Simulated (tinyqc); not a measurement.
Worked calculation: exchange-split free-electron bands and tunnelling magnetoresistance. Values are carried at full precision from step to step, so a last printed digit may differ when a step is redone from the rounded ones.

Majority and minority bands E = c k^2/m -/+ Dx/2, c = hbar^2/2m0, so k_up = sqrt(m (EF + Dx/2)/c), k_dn = sqrt(m (EF - Dx/2)/c); n_s = k_s^3/(6 pi^2), D_s = m k_s/(4 pi^2 c).

Constants: hbar^2/2m0 = 3.80998211 eV angstrom^2.

Values chosen for the exercise: EF = 2.43 eV (Fermi energy above the mean band bottom); Dx = 3.15 eV (exchange splitting); m = 1.13 m0 (mass in the electrodes); mb = 0.45 m0 (mass in the barrier); phi = 0.56 eV (barrier height above EF); d = 11.4 angstrom (barrier thickness).

## The two Fermi spheres

Give k_s, n_s, D_s, the moment per electron (n_up - n_dn)/n and three polarisations: of D, of D v and of D v^2 (v proportional to k).

k_up, k_dn (1/angstrom): [1.0899, 0.5036]

n_up, n_dn (1/angstrom^3): [0.02186, 0.00216]

D_up, D_dn (1/(eV angstrom^3)): [0.00819, 0.00378]

moment per electron = 0.8204 muB

polarisations: D 0.3679, D v 0.6481, D v^2 0.8204

The three numbers differ although they describe one band structure: each probe (density of states, ballistic current, diffusive current) weights the velocity differently.

## Transmissions

Barrier: kappa = sqrt(mb phi/c), c = hbar^2/2m0. With a = k1/m, b = k2/m, w = kappa/mb, the transmission at normal incidence is T(k1, k2) = 4 a b w^2/[w^2 (a + b)^2 + (w^2 + a^2)(w^2 + b^2) sinh^2(kappa d)]. Parallel: G_P = T(up, up) + T(dn, dn); antiparallel: G_AP = 2 T(up, dn); TMR = (G_P - G_AP)/G_AP. Julliere: TMR = 2 P^2/(1 - P^2). Slonczewski factor: P_eff = P_k (w^2 - a_up a_dn)/(w^2 + a_up a_dn), P_k = (k_up - k_dn)/(k_up + k_dn).

Evaluate kappa and the three T.

kappa = 0.2572 1/angstrom
kappa d = 2.932

T: up-up 0.008715, dn-dn 0.01063, up-dn 0.009613

The minority channel transmits more, by a factor 1.22; the common factor exp(-2 kappa d) is 0.00284.

## Magnetoresistance

From the T, and from the Julliere formula with P_k and with P_eff.

TMR from T = 0.64 %
P_k = 0.3679
P_eff = -0.0502
Julliere with P_k = 31.32 %
Julliere with P_eff = 0.51 %

The interface factor is -0.136: it reverses the sign of the tunnelling polarisation. The plain Julliere value lies 30.7 points above the result and the one with P_eff 0.14 points from it. Symmetry filtering in crystalline barriers, which gives far larger values, is outside this model.

## Checks

- TMR of a thick barrier against the Julliere formula with P_eff: both 0.005051.

tinyqc: `OMP_NUM_THREADS=1 python tinyqc.py 1681058 1681059 out.jsonl`; about 0.01 s, one thread, shared Intel(R) Xeon(R) Processor @ 2.30GHz.
